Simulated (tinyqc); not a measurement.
Pump-down curve: gas flow in a process chamber: flow regimes, conductance, effective pumping speed, pump-down, outgassing and purge. Computed by tinyqc, a small Python program. Command: `OMP_NUM_THREADS=1 python tinyqc.py 3120215 3120216 out.jsonl pump walk`. One thread of a shared host (Intel(R) Xeon(R) Processor @ 2.30GHz), about 0.06 s of CPU time with the checks.

Ideal gas, isothermal flow, a pump of constant speed at the end of a round pipe; process gas, volume gas and outgassing are given the same properties. 1 sccm = 101325 Pa x 1e-6 m^3/60 s x T/273.15 K.

Inputs (values chosen for the exercise, modelled on oxygen near room temperature):
```
quantity,value,unit
molar mass M,32,g/mol
molecular diameter,0.36,nm
viscosity eta,20.6,micropascal s
temperature T,300,K
chamber volume V,7.2,L
wall area,1.1,m^2
pipe diameter d,10,cm
pipe length l,11,cm
pump speed S,180,L/s
outgassing rate after 1 h,9.5e-07,Pa m^3/(s m^2)
outgassing exponent n,0.85,-
starting pressure p0,190,Pa
```

Constants: k_B = 1.380649e-23 J/K; u = 1.6605390666e-27 kg.

Method:
- Mean speed c = sqrt(8 k_B T/(pi m)); aperture conductance C_a = c pi d^2/16; molecular pipe C_m = C_a/(1 + 3 l/(4 d)) (Dushman form); viscous pipe C_v = pi d^4 p_mean/(128 eta l); Knudsen interpolation C = C_v + C_m (1 + x)/(1 + 1.24 x), x = d p_mean sqrt(m/(k_B T))/eta.
- Effective speed 1/S_eff = 1/S + 1/C_m; time constant V/S_eff; pressure at which the free path k_B T/(sqrt2 pi d_m^2 p) equals d.
- Pump-down: V dp/dt = -S_eff(p) p + q(t) A, with S_eff = S p_2/p, where p_2 solves C((p + p_2)/2) (p - p_2) = S p_2 at each moment, and q(t) = q_1 (1 h/(t + 10 s))^n; integrated adaptively. At long times p = q(t) A/S_eff.
- S_eff(p) is tabulated at 260 pressures and interpolated in ln p. Comparison columns: p0 exp(-t/time constant) with the molecular S_eff (0 below 1e-26 p0), and the outgassing limit.

time constant = 0.0550208 s

S_eff in molecular flow = 130.860 L/s

Pressure against time:
```
t (s),p (Pa),S_eff (L/s),volume gas only (Pa),outgassing limit (Pa)
0.3,1.7884e-01,137.29,8.1427e-01,1.1595e-03
1,1.1022e-03,130.80,2.4293e-06,1.0964e-03
3,9.5515e-04,130.81,3.9711e-22,9.5130e-04
10,6.6136e-04,130.82,0,6.5962e-04
30,3.6643e-04,130.84,0,3.6595e-04
100,1.5495e-04,130.85,0,1.5488e-04
300,6.4208e-05,130.86,0,6.4196e-05
1000,2.3524e-05,130.86,0,2.3523e-05
3600,7.9670e-06,130.86,0,7.9668e-06
20000,1.8583e-06,130.86,0,1.8583e-06
100000,4.7329e-07,130.86,0,4.7329e-07
```

From t = 1 s on the pressure is within 20 % of the outgassing limit, which falls only as (t + 10 s)^-0.85: walls, not volume, set the time to base pressure.
